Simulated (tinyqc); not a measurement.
Electrons shared among three sets of ellipsoidal valleys: one step. Effective densities of states. Two cases, with inputs chosen for the exercise.

Problem. N_i = M_i times N = 2 (m kB T/(4 pi c))^(3/2) with c = hbar^2/2m0, in 1/angstrom^3; times 1e24 for 1/cm^3, with m = (ml mt^2)^(1/3).

Constants: hbar^2/2m0 = 3.80998211 eV angstrom^2; kB = 8.617333262e-05 eV/K.

Case 1.

Values chosen (masses and offsets near those of AlAs; mobilities are free inputs, held fixed; shifted at random, so the results belong to these values and not to a real crystal):
- ml = (0.995, 1.304, 0.151) m0 (longitudinal masses of X, L, Gamma)
- mt = (0.2225, 0.1484, 0.151) m0 (transverse masses)
- M = (3, 4, 1) (valleys in each set)
- T = 77 K

Case 2.

Values chosen (masses and offsets near those of Ge; mobilities are free inputs, held fixed; shifted at random, so the results belong to these values and not to a real crystal):
- ml = (1.661, 0.043, 0.86) m0 (longitudinal masses of L, Gamma, Delta)
- mt = (0.0792, 0.043, 0.2088) m0 (transverse masses)
- M = (4, 1, 6) (valleys in each set)
- T = 300 K

Give: kT; N_i.

Solution.

Case 1.

kT = 0.006635 eV

N_i (1/cm^3): X 2.1726e+18, L 2.2119e+18, Gamma 1.9147e+17

Case 2.

kT = 0.025852 eV

N_i (1/cm^3): L 1.0246e+19, Gamma 2.2376e+17, Delta 2.9154e+19

Computed by tinyqc, one run a case: `OMP_NUM_THREADS=1 python tinyqc.py N N+1 out.jsonl` with N = 1650711, 1650718; one thread of a shared Intel(R) Xeon(R) Processor @ 2.30GHz, about 0.02 s a run at most.
